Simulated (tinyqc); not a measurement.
From one set of inputs to another, one input at a time: pair-potential crystal by lattice sums. Computed by tinyqc, a small Python program. Command: `OMP_NUM_THREADS=1 python tinyqc.py 3028110 3028111 out.jsonl pairsum ladder`. One thread of a shared host (Intel(R) Xeon(R) Processor @ 2.30GHz), about 0.05 s of CPU time with the checks.

Energy per atom E = (1/2) sum over neighbours of phi(r); d is the nearest-neighbour distance.

The inputs printed are set A. Inputs not listed in the table keep their values of set A, so the rows need not describe a real material.

Inputs (values chosen for the exercise, for model atoms):

| quantity | value | unit |
|---|---|---|
| well depth eps | 0.0216 | eV |
| pair minimum r0 | 3.03 | angstrom |
| cut-off r_c/r0 | 2.28 | - |
| repulsive exponent n | 9 | - |
| attractive exponent m | 6 | - |

Potential: Mie n-m. Structure: hcp.

Constants: 1 eV/angstrom^3 = 160.2176634 GPa.

Method:
- phi0(r) = eps [m (r0/r)^n - n (r0/r)^m]/(n - m); shifted-force cut-off: phi(r) = phi0(r) - phi0(r_c) - (r - r_c) phi0'(r_c) for r < r_c, zero beyond.
- Shells (distance in units of d, count): fcc 1.0000 (12), 1.4142 (6), 1.7321 (24), 2.0000 (12), 2.2361 (24), 2.4495 (8), 2.6458 (48), 2.8284 (6), 3.0000 (36), 3.1623 (24); hcp 1.0000 (12), 1.4142 (6), 1.6330 (2), 1.7321 (18), 1.9149 (12), 2.0000 (6), 2.2361 (12), 2.3805 (12), 2.4495 (6), 2.5166 (6), 2.5820 (12), 2.6458 (24), 2.7080 (6), 2.8868 (12), 3.0000 (12), 3.1091 (24), 3.1623 (12); bcc 1.0000 (8), 1.1547 (6), 1.6330 (12), 1.9149 (24), 2.0000 (8), 2.3094 (6), 2.5166 (24), 2.5820 (24), 2.8284 (24), 3.0000 (32); sc 1.0000 (6), 1.4142 (12), 1.7321 (8), 2.0000 (6), 2.2361 (24), 2.4495 (24), 2.8284 (12), 3.0000 (30), 3.1623 (24); diamond 1.0000 (4), 1.6330 (12), 1.9149 (12), 2.3094 (6), 2.5166 (12), 2.8284 (24), 3.0000 (16). Volumes per atom in d^3: fcc 0.70711, hcp 0.70711, bcc 0.76980, sc 1.00000, diamond 1.53960; hcp has the ideal c/a. Every shell inside the cut-off is summed.
- Equilibrium: dE/dd = 0 at the lowest minimum with d between 0.78 r0 and 1.45 r0; B = d^2 E''(d)/(9 Omega).
- Unrelaxed vacancy: removing an atom breaks its bonds (2|E|) and placing it on the surface returns |E|, so E_v = |E|.

Each row keeps all changes above it:

| input moved | from | to | equilibrium distance d (angstrom) | energy per atom (eV) | bulk modulus B (GPa) |
|---|---|---|---|---|---|
| set A | - | - | 2.938 | -0.1504 | 9.11 |
| pair minimum r0 (angstrom) | 3.03 | 3.01 | 2.918 | -0.1504 | 9.29 |
| repulsive exponent n | 9 | 12 | 2.952 | -0.1466 | 11.36 |
| cut-off r_c/r0 | 2.28 | 2.69 | 2.940 | -0.1615 | 12.13 |
| well depth eps (eV) | 0.0216 | 0.095 | 2.940 | -0.7102 | 53.33 |

Which inputs carry the difference?

equilibrium distance d ends near its start, 2.94; the largest single move comes from repulsive exponent n (a factor 1.011). Energy per atom goes from -0.150 to -0.710, -0.56 in all. The largest single move comes from well depth eps (-0.549). Bulk modulus B goes from 9.11 to 53.3, a factor 5.86 in all. The largest single move comes from well depth eps (a factor 4.40). The single moves hold for this order of the switches; the total does not depend on the order.

Extremes, crossings and ranges named in words are read from the listed rows.
